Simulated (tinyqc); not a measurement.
## Doping and flat-band voltage from the body effect

Inverse problem. VT = Vfb + 2 phiF + gamma sqrt(2 phiF + Vsb), phiF = Vt ln(Na/ni), gamma = sqrt(2 q eps0 eps_r Na)/Cox, Cox = eps0 eox/tox. Find Na, gamma and Vfb from two thresholds.

Inputs (values chosen for the exercise); material values close to those of silicon: temperature T = 250 K; relative permittivity of the semiconductor eps_r = 11.9; relative permittivity of the gate insulator eox = 24.8; insulator thickness tox = 76 nm.

Constants: q = 1.602176634e-19 C, kB = 1.380649e-23 J/K, Vt = kB T/q, eps0 = 8.8541878128e-14 F/cm where lengths are in cm. Results are converted to the units shown.

VT at Vsb = 0 and 2.1 V (V): 0.55892334  0.86194256
ni = 8.4946632e7 cm^-3

Answer. The difference of the thresholds, gamma [sqrt(2 phiF + Vsb) - sqrt(2 phiF)], holds no Vfb and rises with Na, so it has one root; Vfb then follows from the first threshold.

Na = 3.600e16 cm^-3
gamma = 0.3816 V^0.5
Vfb = -0.6500 V

Computed by the program tinyqc: `OMP_NUM_THREADS=1 python tinyqc.py 2360173 2360174 out.jsonl`, one thread of a shared Intel Xeon 2.30GHz, about 0.06 s for the whole run.
